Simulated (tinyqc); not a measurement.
# Probe couplings from its potential

Question. One voltage probe p sits between leads L (mu = 1) and R (mu = 0) without magnetic field: mu_p = T_pL/(T_pL + T_pR), T_eff = T_RL + T_pL T_pR/(T_pL + T_pR). Find T_pL and T_pR.

T_RL = 0.26
mu_p = 0.875
T_eff = 0.3125

Solution. T_eff - T_RL equals T_pL (1 - mu_p) and also T_pR mu_p.

T_pL = 0.420
T_pR = 0.0600

Computed by the program tinyqc: `OMP_NUM_THREADS=1 python tinyqc.py 2700124 2700125 out.jsonl`, one thread of a shared Intel Xeon 2.30GHz, about 0.01 s for the whole run.
